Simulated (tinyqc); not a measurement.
What each parameter does: polar nitride quantum well with polarisation fields.

Growth along [0001]. e_par = (a_sub - a)/a, Ppz = 2 e_par (e31 - e33 C13/C33), P = Psp + Ppz in each layer; strain relaxation and the strain shift of the gaps are left out, although thick layers with more than about 1 % mismatch would relax.

In a periodic stack without free charge the potential drop over a period vanishes: F_w = (P_b - P_w) Lb/(eps0 (eps_w Lb + eps_b Lw)), F_b = -F_w Lw/Lb, eps0 = 8.8541878e-12 F/m; 1 MV/cm = 1e8 V/m = 0.01 V/angstrom.

Envelope functions on cells of 0.25 angstrom over barrier, well, barrier (widths Lb, Lw, Lb), psi = 0 beyond, psi'/m continuous (mean mass between points), c = hbar^2/2m0. With u(z) the integral of e F (F_w in the well, F_b = -F_w Lw/Lb in the barriers, 1 MV/cm = 0.01 V/angstrom), zero at the centre of the well, the electron sees u plus Vc in the barriers and the hole -u plus Vv. The transition is Eg + E_e + E_h; excitons are left out.

Constants: hbar^2/2m0 = 3.80998211 eV angstrom^2; hc = 1239.841984 eV nm.

Parameters, chosen for this exercise (near those of an InGaN well in GaN; shifted at random, so the results belong to these values and not to a real crystal): a_w = 3.225 angstrom (lattice constant a, well); a_b = 3.189 angstrom (lattice constant a, barrier); a_sub = 3.189 angstrom (in-plane lattice constant of the stack); Psp_w = -0.0315 C/m^2 (spontaneous polarisation); Psp_b = -0.0326 C/m^2 (spontaneous polarisation); e31_w = -0.353 C/m^2; e31_b = -0.327 C/m^2; e33_w = 0.679 C/m^2; e33_b = 0.645 C/m^2; C_w = 0.278 (C13/C33); C_b = 0.258 (C13/C33); eps_w = 10.8 (dielectric constant); eps_b = 10.1 (dielectric constant); Lw = 28 angstrom (well width); Lb = 45 angstrom (barrier width); Eg = 3.039 eV (gap of the well); Vc = 0.273 eV (conduction offset); Vv = 0.128 eV (valence offset); me = 0.187 m0 (electron, well); meb = 0.2 m0 (electron, barrier); mh = 1.74 m0 (hole, everywhere).

Polarisation, field, levels and overlap anew.

Results for these values:
```
case  F_w (MV/cm)  E (eV)  overlap^2  red shift (meV)
base       -0.872  3.0803       0.34               66
```

What happens to each result for a_sub = 3.179 angstrom, all else kept?

Answer: F_w falls from -0.872 to -0.890; E falls from 3.0803 to 3.0781; overlap^2 falls from 0.34 to 0.33; red shift rises from 66 to 69.

The same for each parameter in turn:
```
case                    F_w (MV/cm)  E (eV)  overlap^2  red shift (meV)
base                         -0.872  3.0803       0.34               66
Lw = 24 angstrom             -0.921  3.1148       0.44               53
Lb = 70 angstrom             -1.004  3.0598       0.26               87
a_sub = 3.179 angstrom       -0.890  3.0781       0.33               69
Psp_b = -0.0359 C/m^2        -1.090  3.0513       0.24               95
e33_w = 0.747 C/m^2          -0.900  3.0768       0.32               70
eps_w = 11.9                 -0.820  3.0868       0.36               60
mh = 1.22 m0                 -0.872  3.0891       0.39               62
Vc = 0.232 eV                -0.872  3.0721       0.32               68
```

Program tinyqc; command `OMP_NUM_THREADS=1 python tinyqc.py 1282237 1282238 out.jsonl`; about 0.05 s on one thread of a shared Intel(R) Xeon(R) Processor @ 2.30GHz.
